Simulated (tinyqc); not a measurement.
Van der Pauw, Hall and four-point-probe measurements on a doped layer: two steps of the calculation.

A uniform p-type layer with sheet resistance Rs = 1/(q ns mu), point contacts, low field (mu B small).

Inputs (values chosen for the exercise): sheet density of the layer ns = 1.2e14 cm^-2; drift mobility mu = 17 cm^2/(V s); Hall factor rH = 1.1; magnetic field B = 0.55 T; current I = 500 uA; side ratio a/b of a rectangular sample with corner contacts ar = 1.29.

Constants: q = 1.602176634e-19 C. Results are converted to the units shown.

Problem 1. Resistances and Hall voltage. Rs = 1/(q ns mu). For a rectangle with contacts at the corners, RA = (8 Rs/pi) sum_(k>=0) ln coth((2k + 1) pi a/(2 b)) with current along a short side b and voltage along the opposite one, RB the same with a and b exchanged; Hall voltage VH = rH B I/(q ns), negative for electrons.

Give: Rs; RA; RB; VH.

Solution 1.

Rs = 3059.6 ohm/square
RA = 270.87 ohm
RB = 1378.5 ohm
VH = 1.5734 mV

RB/RA = 5.09; for a square both equal Rs ln 2/pi = 675 ohm.

Problem 2. New z. The van der Pauw equation exp(-pi RA z) + exp(-pi RB z) = 1 is solved for z = 1/Rs: e1 = exp(-pi RA z), e2 = exp(-pi RB z), f = e1 + e2 - 1, f' = -pi (RA e1 + RB e2), z(new) = z - f/f'.

z at the start = 0.26753173 mS
RA = 270.86875 ohm
RB = 1378.5476 ohm

Find: e1; e2; f; f'; z after iteration 1.

Solution 2.

e1 = 0.7964
e2 = 0.3139
f = 0.1103
f' = -2.037 kohm
z after iteration 1 = 0.3217 mS

Numbers from tinyqc (`OMP_NUM_THREADS=1 python tinyqc.py 2850185 2850186 out.jsonl`; about 0.01 s on one thread of a shared Intel Xeon 2.30GHz).
